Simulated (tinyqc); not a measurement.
CCSD on RHF in the sto-6g basis, for BeH2, spin multiplicity 1, step by step. One step of it, computed by the program tinyqc.

Task: CCSD: starting amplitudes. t_ij^ab = <ij||ab> / (e_i + e_j - e_a - e_b), whose energy is MP2.

orbital energies (hartree): MO1 -4.599394, MO2 -0.428394, MO3 -0.388365, MO4 0.210279, MO5 0.210279, MO6 0.378644, MO7 0.745232

Two-electron integrals over orbitals (pq|rs), unique and non-zero (hartree):
```
(11|11) 2.280902    (21|11) -0.189347   (21|21) 0.024707    (22|11) 0.465054
(22|21) -0.005822   (22|22) 0.379703    (31|31) 0.005323    (32|31) 0.011537
(32|32) 0.161244    (33|11) 0.428624    (33|21) -0.002149   (33|22) 0.392193
(33|33) 0.415306    (41|41) 0.016028    (42|41) 0.014753    (42|42) 0.047188
(43|43) 0.012926    (44|11) 0.570058    (44|21) -0.006951   (44|22) 0.356263
(44|33) 0.340056    (44|44) 0.450117    (51|51) 0.016028    (52|51) 0.014753
(52|52) 0.047188    (53|53) 0.012926    (54|54) 0.024258    (55|11) 0.570058
(55|21) -0.006951   (55|22) 0.356263    (55|33) 0.340056    (55|44) 0.401601
(55|55) 0.450117    (61|11) -0.200072   (61|21) 0.026757    (61|22) -0.006387
(61|33) -0.003048   (61|44) -0.005369   (61|55) -0.005369   (61|61) 0.029109
(62|11) 0.136926    (62|21) -0.006548   (62|22) -0.017347   (62|33) -0.042077
(62|44) 0.064837    (62|55) 0.064837    (62|61) -0.005716   (62|62) 0.082488
(63|31) -0.000701   (63|32) -0.092308   (63|63) 0.085383    (64|41) 0.016322
(64|42) 0.046804    (64|64) 0.050471    (65|51) 0.016322    (65|52) 0.046804
(65|65) 0.050471    (66|11) 0.474711    (66|21) -0.007277   (66|22) 0.381554
(66|33) 0.392135    (66|44) 0.358152    (66|55) 0.358152    (66|61) -0.007449
(66|62) -0.027126   (66|66) 0.398084    (71|31) 0.010080    (71|32) 0.018134
(71|63) -0.000016   (71|71) 0.019284    (72|31) 0.004333    (72|32) -0.041344
(72|63) 0.062777    (72|71) 0.008120    (72|72) 0.057903    (73|11) 0.148886
(73|21) -0.004034   (73|22) -0.001364   (73|33) -0.018454   (73|44) 0.068119
(73|55) 0.068119    (73|61) -0.003511   (73|62) 0.078116    (73|66) -0.020018
(73|73) 0.086578    (74|43) 0.013402    (74|74) 0.016878    (75|53) 0.013402
(75|75) 0.016878    (76|31) 0.010111    (76|32) 0.140951    (76|63) -0.091091
(76|71) 0.016355    (76|72) -0.049332   (76|76) 0.137013    (77|11) 0.553176
(77|21) -0.007347   (77|22) 0.406926    (77|33) 0.423675    (77|44) 0.380632
(77|55) 0.380632    (77|61) -0.007697   (77|62) -0.022148   (77|66) 0.416997
(77|73) 0.000413    (77|77) 0.461784
```

Give: Starting amplitudes; correlation energy.

Result:

Starting amplitudes (spin orbitals 1a, 1b, ...; amplitudes related by a flip of all spins are not repeated):

| from | to | t |
|---|---|---|
| 3a 3b | 6a 6b | -0.0557 |
| 2a 2b | 6a 6b | -0.0511 |
| 2a 3b | 6a 7b | -0.0403 |
| 3a 3b | 7a 7b | -0.0382 |
| 2a 2b | 5a 5b | -0.0369 |
| 2a 2b | 4a 4b | -0.0369 |
| 2a 3b | 6b 7a | 0.0323 |
| 2a 2b | 7a 7b | -0.0247 |
| 3a 3b | 5a 5b | -0.0108 |
| 3a 3b | 4a 4b | -0.0108 |
| 2a 3a | 6a 7a | -0.0079 |
| 1a 1b | 6a 6b | -0.0029 |
| 1a 2b | 5a 5b | -0.0027 |
| 1a 2b | 4a 4b | -0.0027 |
| 1a 1b | 7a 7b | -0.0018 |
| 1a 1b | 5a 5b | -0.0017 |
| 1a 1b | 4a 4b | -0.0017 |
| 1a 2b | 7a 7b | -0.0012 |
| 1a 2b | 6a 6b | 0.0010 |
| 1a 3b | 6a 7b | 0.0006 |
| 1a 3a | 6a 7a | 0.0006 |
| 1a 3b | 6b 7a | -2.54e-06 |

correlation energy = -0.028433 hartree
